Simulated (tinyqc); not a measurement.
A log to judge: hot carriers by balance equations with a heated Maxwellian. Computed by tinyqc. Command: `OMP_NUM_THREADS=1 python tinyqc.py 3016548 3016549 out.jsonl hot walk`. One thread of a shared host (Intel(R) Xeon(R) Processor @ 2.30GHz), about 0.06 s of CPU time with the checks.

The carriers follow a Maxwellian at an electron temperature T_e, slightly displaced; the drift energy is neglected against k_B T_e. The balance averages the rate, not the time, so mu_0 lies below the relaxation-time value.

Inputs (values chosen for the exercise, modelled on holes in germanium):
```
quantity                                          value       unit
effective mass m                                  0.308        m_0
density rho                                        5323     kg/m^3
sound velocity v_l                                 5220        m/s
acoustic deformation potential D_A                  5.3         eV
phonon energy hbar w                               35.3        meV
optical or intervalley deformation potential D_o    6.8  1e8 eV/cm
final valleys Z_f                                     1          -
lattice temperature T                               500          K
electric field F                                     66      kV/cm
mixing                                                1          -
iteration cap                                        15          -
```

Band: parabolic. Solver: damped fixed point.

Constants: k_B = 8.617333262e-05 eV/K; k_B = 1.380649e-23 J/K; e = 1.602176634e-19 C; hbar = 1.054571817e-34 J s; m_0 = 9.1093837015e-31 kg; hbar = 6.582119569e-16 eV s.

Method:
- Parabolic band: E = hbar^2 k^2/(2 m), speed v = hbar k/m, states per spin, volume and energy g(E) = m k/(2 pi^2 hbar^2). Masses are multiplied by m_0 and all formulas are in SI units.
- Phonon occupation N_q = 1/(exp(hbar w/(k_B T)) - 1).
- Acoustic deformation potential (elastic, equipartition, absorption and emission together): 1/tau = 2 pi k_B T D_A^2 g(E)/(hbar rho v_l^2).
- Optical or intervalley deformation potential: 1/tau = (pi Z_f D_o^2/(rho w)) [N_q g(E + hbar w) + (N_q + 1) g(E - hbar w)], with g = 0 below the band edge.
- Averages over the Maxwellian, <y> = int y x^(1/2) exp(-x) dx / int x^(1/2) exp(-x) dx with x = E/(k_B T_e), split at x_0 = hbar w/(k_B T_e): 64 Gauss-Legendre points in sqrt(x) below it and 128 in sqrt(x - x_0) above it, up to x = 32. Momentum balance: mu(T_e) = e/(m nu), nu = <x (sum of rates)>/<x>. Power lost per carrier: P(T_e) = hbar w <emission rate - absorption rate> + <(2 m v_l^2/(k_B T)) (E - 2 k_B T) acoustic rate>.
- Fixed point: T_out = T + (T_e - T) e mu(T_e) F^2/P(T_e), T_new = T_e + mixing (T_out - T_e).
- Start at T_e = 1.5 T; stop when T_e moves by less than 1e-6 K or exceeds 1e6 K.

Course of the iteration:
```
iteration  T_e (K)  mu (cm^2/(V s))     step (K)
1            750.0          794.263  5.85725e+04
2          59322.5           85.429  3.30497e+04
3          26272.8          128.438  1.00202e+04
4          36293.0          109.249  3.77913e+03
5          32513.8          115.433  1.32667e+03
6          33840.5          113.145  4.78182e+02
7          33362.3          113.954  1.70751e+02
8          33533.1          113.663  6.11774e+01
9          33471.9          113.767  2.18926e+01
10         33493.8          113.730  7.83775e+00
11         33486.0          113.743  2.80555e+00
12         33488.8          113.738  1.00431e+00
13         33487.8          113.740  3.59510e-01
14         33488.1          113.739  1.28693e-01
15         33488.0          113.739  4.60680e-02
```

Can the last value be used, and what does the course show?

No. Not converged after 15 iterations: the residual falls at every step, but slowly, by a factor of about 0.358 a step. Reruns still fail with mixing = 0.3, iteration cap = 300; and with mixing = 0.1, iteration cap = 300; and with solver = Newton, iteration cap = 300.
